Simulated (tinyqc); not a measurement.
Extrapolating accelerated tests: lateral field, substrate current, probability of reaching the oxide barrier and hot-carrier lifetime of a silicon transistor (pseudo-two-dimensional and lucky-electron models). Computed by tinyqc, a small Python program. Command: `OMP_NUM_THREADS=1 python tinyqc.py 3021907 3021908 out.jsonl hotcar walk`. One thread of a shared host (Intel(R) Xeon(R) Processor @ 2.30GHz), about 0.01 s of CPU time with the checks.

Local-field models: a lucky carrier gains its energy at the peak field over a path free of collisions. Voltages are magnitudes.

Inputs (values chosen for the exercise, modelled on a silicon p-channel):
```
quantity                             value                      unit
channel length L                      1400                        nm
oxide thickness t                       34                        nm
junction depth x_j                     420                        nm
mobility mu                            100                cm^2/(V s)
saturation velocity v_s               0.74                  1e7 cm/s
threshold voltage V_T                 0.47                         V
gate voltage V_G                       5.5                         V
drain voltage V_D                       12                         V
ionisation prefactor A_i           7.8e+06                      1/cm
ionisation field B_i                  3.58                     MV/cm
hot-carrier mean free path lambda        5                        nm
oxide barrier phi_b                    4.6                        eV
interface-trap threshold phi_it        4.4                        eV
lifetime constant H                     30  s microampere/micrometre
```

Drain: abrupt.

Constants: eps_0 = 8.8541878128e-12 F/m.

Method:
- C_ox = 3.9 eps_0/t; F_sat = 2 v_s/mu; V_Dsat = V_ov F_sat L/(V_ov + F_sat L), V_ov = V_G - V_T; I_D/W = C_ox v_s (V_ov - V_Dsat).
- Scale length l = 0.22 t^(1/3) x_j^(1/2) (all in cm); F_m = sqrt(((V_D - V_Dsat)/l_e)^2 + F_sat^2), with l_e = l; length of the velocity-saturated region l_e ln((V_D - V_Dsat)/(l_e F_sat) + F_m/F_sat).
- Substrate current I_sub/I_D = (A_i/B_i)(V_D - V_Dsat) exp(-B_i/F_m); probability of reaching the oxide barrier exp(-phi_b/(e lambda F_m)); lifetime tau = (H/(I_D/W)) exp(phi_it/(e lambda F_m)).
- V_10 solves tau = 3.156e8 s at the given V_G. The extrapolation fits ln(tau) against 1/V_D at 1, 1.08, 1.16 and 1.25 times the given V_D (rounded to 3 digits) by least squares and reads off the same tau.

V_Dsat = 4.04744 V

Stress points:
```
V_D (V)  1/V_D (1/V)     tau (s)
12.0        0.083333  1.5076e+09
13.0        0.076923  1.7189e+08
13.9        0.071942  3.3468e+07
15.0        0.066667  6.2275e+06
```

ten-year drain voltage V_10 = 12.700 V

V_10 from the 1/V_D extrapolation = 12.711 V

What follows from these numbers?

The extrapolation is 11 mV above the true value.

Extremes, crossings and ranges named in words are read from the listed rows.
